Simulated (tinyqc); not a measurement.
From results back to parameters: thin-film optics by transfer matrices. Three cases, with inputs chosen for the exercise.

Problem. A bare substrate in air: with rho = tan(Psi) exp(i Delta), Delta = 180 degrees at small angles on a dielectric, conj(eps) = sin^2(theta) [1 + tan^2(theta) ((1 - rho)/(1 + rho))^2], and n + i k = sqrt(eps).

Find: rho; eps; n; k.

Method. Form rho, insert it, conjugate, and take the root with k >= 0.

Case 1.

Values chosen (out of a larger set: indices near those of SiO2 on Si; not measured data): lam = 248 nm (vacuum wavelength); theta_e = 60 degrees (angle of the ellipsometer).

Psi = 37.4176 degrees
Delta = 140.7636 degrees

Solution.

rho = -0.5926+0.4839i
eps = -9.99+11.28i
n = 1.593
k = 3.540

Case 2.

Values chosen (out of a larger set: indices near those of Si3N4 on Si; not measured data): lam = 633 nm (vacuum wavelength); theta_e = 65 degrees (angle of the ellipsometer).

Psi = 18.0278 degrees
Delta = 179.5764 degrees

Solution.

rho = -0.3254+0.0024i
eps = 15.41+0.16i
n = 3.925
k = 0.020

Case 3.

Values chosen (out of a larger set: indices near those of resist, SiO2 on Si; not measured data): lam = 365 nm (vacuum wavelength); theta_e = 65 degrees (angle of the ellipsometer).

Psi = 30.7273 degrees
Delta = 166.9443 degrees

Solution.

rho = -0.5790+0.1343i
eps = 35.12+34.42i
n = 6.492
k = 2.651

Computed by tinyqc, one run a case: `OMP_NUM_THREADS=1 python tinyqc.py N N+1 out.jsonl` with N = 1680907, 1680920, 1680952; one thread of a shared Intel(R) Xeon(R) Processor @ 2.30GHz, about 0.02 s a run at most.
